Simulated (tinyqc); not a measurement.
Activation energy and ten-year temperature from two bakes.

Question. tr goes as exp(q Ex/(kB T)); ten years are 3.15576e8 s. Find Ex and the temperature T10 at which tr is ten years.

Constants: q = 1.602176634e-19 C, kB = 1.380649e-23 J/K. Results are converted to the units shown.

time to crystallise at 498 and 523 K (s): 7200  397.72617

Answer. ln tr is linear in 1/T; the line is extended to ten years.

Ex = 2.600 eV
T10 = 423.3 K

tinyqc, about 0.01 s, one thread, Intel Xeon 2.30GHz (shared host): `OMP_NUM_THREADS=1 python tinyqc.py 2880004 2880005 out.jsonl`
